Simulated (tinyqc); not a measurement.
Born-von Karman spring model of a cubic crystal with one atom per cell: one step, computed by the program tinyqc. Command: `OMP_NUM_THREADS=1 python tinyqc.py 3013955 3013956 out.jsonl springs walk`. One thread of a shared host (Intel(R) Xeon(R) Processor @ 2.30GHz), about 0.2 s of CPU time with the checks.

First neighbours lie at a/2 (1,1,0) (12 of them), second at a (1,0,0) (6), with all permutations and signs; the volume per atom is Omega = a^3/4. Two shells of springs match a real metal only roughly, above all at the zone boundary.

Task: Sound velocities. rho = M/Omega and v = sqrt(C/rho), with C = C11, C44, C44 along [100]; (C11 + C12 + 2 C44)/2, C44, (C11 - C12)/2 along [110]; (C11 + 2 C12 + 4 C44)/3 and twice (C11 - C12 + C44)/3 along [111].

Inputs (values chosen for the exercise, modelled on copper): lattice constant a = 3.61 angstrom; atomic mass M = 63.55 u.

Lattice: fcc.

C11 = 144.5066 GPa

C44 = 61.33540 GPa

C12 = 92.93512 GPa

Constants: u = 1.6605390666e-27 kg.

Give: density rho; Velocities (m/s).

Result:

density rho = 8972 kg/m^3

Velocities (m/s):

| direction | longitudinal | transverse 1 | transverse 2 |
|---|---|---|---|
| [100] | 4013 | 2615 | 2615 |
| [110] | 4480 | 2615 | 1695 |
| [111] | 4625 | 2048 | 2048 |

Along [110] the two transverse waves differ by a factor sqrt(2 C44/(C11 - C12)) = 1.542.
